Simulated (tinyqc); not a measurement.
Silicon n-p-n transistor, Gummel numbers and transit times: two steps of the calculation.

One-dimensional n-p-n transistor in the forward active mode at low injection. In the base p(x) = NB exp(-eta x/wb) and ni(x)^2 = ni^2 exp((g0 + g1 x/wb)/Vt); electrons leave the base at vsat; band spikes at the emitter junction and recombination inside the emitter are ignored.

Parameters, values chosen for the exercise; band and dielectric values close to those of silicon: temperature T = 300 K; band gap Eg = 1.1 eV; relative permittivity eps_r = 11.8; conduction-band density of states at T Nc = 2.79e19 cm^-3; valence-band density of states at T Nv = 2.65e19 cm^-3; saturation velocity vsat = 9.91e6 cm/s; neutral base width wb = 130 nm; base doping at the emitter edge NB = 2.1e17 cm^-3; doping falls as exp(-eta x/wb) eta = 0; gap reduction at the emitter edge of the base g0 = 0 eV; further gap reduction across the base (linear) g1 = 0 eV; electron diffusion coefficient in the base Dn = 15 cm^2/s; emitter doping NE = 1.3e20 cm^-3; gap reduction in the emitter (negative: wider gap) gE = 0.09 eV; neutral emitter width we = 54 nm; hole diffusion coefficient in the emitter Dp = 2.6 cm^2/s; recombination velocity at the emitter contact Se = 7e6 cm/s; electron lifetime in the base tb = 4e-7 s; collector doping NC = 1.3e16 cm^-3; collector-base reverse bias VCB = 1.5 V.

Constants: q = 1.602176634e-19 C, kB = 1.380649e-23 J/K, Vt = kB T/q, eps0 = 8.8541878128e-14 F/cm where lengths are in cm. Results are converted to the units shown.

Question 1. Base Gummel number and transit time. f(x) = p(x) ni^2/ni(x)^2; I(x) = integral from x to wb of f/Dn, plus f(wb)/vsat; base Gummel number GB = I(0); electron density per unit flux n/(J/q) = I/f; base transit time tauB = integral of I/f over the base. Trapezoid rule on 9 equal steps.

Give: x; f; I; I/f; GB; tauB.

Answer 1.

```
point  x (nm)  f (cm^-3)  I (s/cm^4)  I/f (s/cm)
0         0.0   2.100e17    2.032e11    9.676e-7
1        14.4   2.100e17    1.830e11    8.713e-7
2        28.9   2.100e17    1.627e11    7.750e-7
3        43.3   2.100e17    1.425e11    6.787e-7
4        57.8   2.100e17    1.223e11    5.824e-7
5        72.2   2.100e17    1.021e11    4.861e-7
6        86.7   2.100e17    8.186e10    3.898e-7
7       101.1   2.100e17    6.164e10    2.935e-7
8       115.6   2.100e17    4.141e10    1.972e-7
9       130.0   2.100e17    2.119e10    1.009e-7
```

GB = 2.032e11 s/cm^4
tauB = 6.945 ps

Question 2. Gain, Early voltage and collector delay. ni = sqrt(Nc Nv) exp(-Eg/(2 Vt)), Eg in volts; GE = NE exp(-gE/Vt)(we/Dp + 1/Se); JC = J0 exp(VBE/Vt), J0 = q ni^2/GB; gain limited by back injection GE/GB, by base recombination tb/tauB, together 1/beta = the sum of the inverses; collector layer one-sided, Wc = sqrt(2 eps0 eps_r (Vbc + VCB)/(q NC)), Vbc = Vt ln(p(wb) NC/ni^2), Cjc = eps0 eps_r/Wc; Early voltage VA = GB q p(wb)/(f(wb) Cjc [1/Dn - (eta + g1/Vt)/(wb vsat)]), f(wb) = p(wb) exp(-(g0 + g1)/Vt), p(wb) = NB exp(-eta); tauC = Wc/(2 vsat).

GB = 2.0319072e11 s/cm^4
tauB = 6.9451396 ps

Give: ni; GE; J0; GE/GB; tb/tauB; beta; Wc; Cjc; VA; tauC.

Answer 2.

ni = 1.5661e10 cm^-3
GE = 8.8781e12 s/cm^4
J0 = 1.9341e-10 A/cm^2
GE/GB = 43.693
tb/tauB = 57594
beta = 43.660
Wc = 477.91 nm
Cjc = 0.21862 fF/um^2
VA = 22.337 V
tauC = 2.4113 ps

The gain is limited more by back injection into the emitter. beta VA = 975 V.

Range of the model: Heavy doping makes emitter or base degenerate; gE and g0 are to be read as apparent gap changes that include this.

Program tinyqc, `OMP_NUM_THREADS=1 python tinyqc.py 2320015 2320016 out.jsonl`; Intel Xeon 2.30GHz, shared host, one thread, about 0.01 s.
